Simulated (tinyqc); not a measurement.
Inverter chain driving a load.

N inverters, each f = Hc^(1/N) times larger than the one before: delay tau N (f + pp). Switched capacitance in units of the first input, with output capacitance pp times the input: Hc + (1 + pp)(Hc - 1)/(f - 1).

Values chosen for this exercise: load over the input capacitance of the chain Hc = 25; parasitic delay of an inverter pp = 1; delay unit tau = 4.9 ps.

Results:

| N | f | delay (ps) | switched capacitance |
|---|---|---|---|
| 1 | 25.00 | 127.4 | 27.00 |
| 2 | 5.000 | 58.80 | 37.00 |
| 3 | 2.924 | 57.68 | 49.95 |
| 5 | 1.904 | 71.14 | 78.12 |
| 6 | 1.710 | 79.67 | 92.61 |
| 7 | 1.584 | 88.63 | 107.2 |

Estimate the missing row, N = 4.

Computed row:

| N | f | delay (ps) | switched capacitance |
|---|---|---|---|
| 4 | 2.236 | 63.43 | 63.83 |

With this row back in the table: The delay goes from 127 through a minimum of 57.7 (at N = 3 among the rows listed) to 88.6 ps. The best stage effort solves pp + rho (1 - ln rho) = 0, rho = 3.59, which gives N = ln Hc/ln rho = 2.52. One stage fewer than the best costs 1.9 % in delay and saves 26 % of the switched capacitance.

Computed by the program tinyqc: `OMP_NUM_THREADS=1 python tinyqc.py 2082056 2082057 out.jsonl`, one thread of a shared Intel Xeon 2.30GHz, about 0.01 s for the whole run.
